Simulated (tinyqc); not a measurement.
Plane-wave Kohn-Sham cycle with exchange-only LDA in a layered model solid, step by step. One step of it, computed by the program tinyqc.

Problem. Iteration 1: Hamiltonian at one k. H(m,m') = (k + G_m)^2/2 delta + V(G_m - G_m'), with V(-G) = V(G).

A solid whose potential varies along x alone (atomic units):
```
parameter                      value
period a                   12.100000
cross-section of the cell  34.000000
electrons per cell                 4
grid points                       16
plane waves -n..n, n               3
k points                           1
V1 in V1 cos(2 pi x/a)     -0.650000
V2 in V2 cos(4 pi x/a)     -0.220000
```

V(G_m), m = 0, 1, 2, ... (hartree): -0.210179  -0.325000  -0.110000  0.000000  0.000000  0.000000  0.000000

k = 0.000000 2 pi / a

Give: H.

Solution.

H (hartree), lower triangle:
```
        -3      -2      -1      +0      +1      +2     +3
-3   1.003
-2  -0.325   0.329
-1  -0.110  -0.325  -0.075
+0   0.000  -0.110  -0.325  -0.210
+1   0.000   0.000  -0.110  -0.325  -0.075
+2   0.000   0.000   0.000  -0.110  -0.325   0.329
+3   0.000   0.000   0.000   0.000  -0.110  -0.325  1.003
```
